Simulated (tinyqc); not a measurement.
Comparisons within one model: heavy doping: gap narrowing, degeneracy and the minority density. A value that a table varies takes the place of the one given here.

F_j(eta) = (1/Gamma(j + 1)) integral_0^infinity x^j dx/(1 + exp(x - eta)), which tends to exp(eta) for eta << 0.

Empirical narrowing (Slotboom form, constants chosen for the exercise; published fits of this form give the apparent narrowing, here it is taken as the true one): dEg = E0 [ln(N/N0) + sqrt(ln(N/N0)^2 + C)].

Majority: N = Nv F_1/2(eta), eta the distance of EF beyond the majority band edge in kT. Degeneracy factor gam = F_1/2(eta)/exp(eta). ni0^2 = Nc Nv exp(-Eg/kT); product n p = ni0^2 gam exp(dEg/kT), dEg the true narrowing; apparent narrowing dEa = dEg + kT ln gam; minority density = n p/N.

Bipolar transistor with N as emitter doping: beta = K (N/NB) exp((dEa_B + dG - dEa_E)/kT), dEa_E = dEg(N) + kT ln gam, dEa_B = dEg(NB). For the sweep in T, Nv is scaled as (T/T0)^(3/2) from its value at T0 = T.

Constants: kB = 8.617333262e-05 eV/K.

Values chosen for the exercise (gap and densities of states near those of Si at this temperature; narrowing constants near the fits for Si; not measured data): Eg = 1.116 eV (gap); Nc = 2.74e+19 1/cm^3 (conduction-band density of states); Nv = 1.09e+19 1/cm^3 (valence-band density of states); T = 300 K; E0 = 6.18 meV (narrowing scale); N0 = 1.4e+17 1/cm^3 (onset density); C = 0.5 (smoothing constant); N = 1.2e+19 1/cm^3 (ionised acceptors, equal to the majority density); NB = 3e+17 1/cm^3 (base doping); K = 4.8 (ratio (D_B W_E)/(D_E W_B)); dG = 80 meV (extra narrowing of the base by alloying).

## Narrowing against degeneracy

N takes the values listed; the last column is N over the factor gam exp(dEg/kT), the doping that a simple model would need to give the same minority density.

Results:
```
N (1/cm^3)    eta      gam  dEg (meV)  dEa (meV)  minority (1/cm^3)  effective doping (1/cm^3)
3.0e+16     -5.89    0.999        1.0        0.9           1.84e+03                   2.89e+16
1.0e+17     -4.69    0.997        2.8        2.7                592                   9.02e+16
3.0e+17     -3.58    0.990       11.1       10.9                271                   1.97e+17
1.0e+18     -2.36    0.968       25.1       24.2                136                   3.92e+17
3.0e+18     -1.19    0.908       38.4       35.9               71.2                   7.49e+17
1.0e+19      0.23    0.726       53.1       44.8               30.2                   1.76e+18
3.0e+19      1.95    0.391       66.6       42.4               9.16                   5.83e+18
9.0e+19      4.76   0.0708       80.2       11.7              0.932                   5.73e+19
2.0e+20      8.31  0.00451       90.0      -49.6             0.0391                   1.36e+21
```

How do the results move?

dEg grows steadily to 90.0 meV, while the apparent value peaks at 44.8 meV for N = 1e+19 and falls to -49.6 meV as the Fermi level enters the band (a negative value is not met in measurements: parabolic bands with a fixed mass overstate the filling). N grows by a factor 33 from the third to the sixth row and the effective doping by 9.0: net of degeneracy, narrowing takes away 73 % of the factor gained by heavier doping.

## Current gain against temperature

Gain:
```
T (K)      beta  beta with dG = 0  without narrowing
150    8.80e+03              18.1                192
200    3.07e+03              29.6                192
250    1.67e+03              40.7                192
300    1.12e+03              50.9                192
350         853              60.1                192
400         696              68.4                192
450         596              75.7                192
```

dEa_B + dG - dEa_E at T0 = 45.7 meV

What can be read from the table?

beta is 8.8e+03 at 150 K and 596 at 450 K, since the net exponent is positive: the gap is narrower in the base. At 300 K narrowing and degeneracy change the gain by a factor 0.265 and alloying the base by 22.1.

## What moves the minority density and the gain

All results formed anew. Each row changes one parameter from the base and keeps the others.

Results:
```
case                  dEg (meV)  dEa (meV)  minority (1/cm^3)      beta
base                      55.36      45.45               25.8  1.12e+03
N = 2.4e+19 1/cm^3        63.88      44.34               12.4  2.35e+03
E0 = 7.416 meV            66.43      56.52               39.6       798
N0 = 2.8e+17 1/cm^3       46.85      36.94               18.6  1.22e+03
Eg = 1.136 eV             55.36      45.45               11.9  1.12e+03
Nv = 1.42e+19 1/cm^3      55.36      47.72               36.7  1.03e+03
NB = 6e+17 1/cm^3         55.36      45.45               25.8       762
```

How do the results move?

The largest shifts from the base row, up to three for each result and ties (the steps differ in size, so this ranks the rows, not the parameters). dEg (meV): E0 +11.07, N +8.52, N0 -8.50; unchanged at the printed digits by Eg, Nv and NB. dEa (meV): E0 +11.07, N0 -8.50, Nv +2.28; unchanged at the printed digits by Eg and NB. minority (1/cm^3): Eg -13.9, E0 +13.8, N -13.4; unchanged at the printed digits by NB. beta: N +1.22e+03, NB -362, E0 -326; unchanged at the printed digits by Eg.

(tinyqc, `OMP_NUM_THREADS=1 python tinyqc.py 1651643 1651644 out.jsonl`, Intel(R) Xeon(R) Processor @ 2.30GHz, 1 thread, shared host, about 0.01 s.)
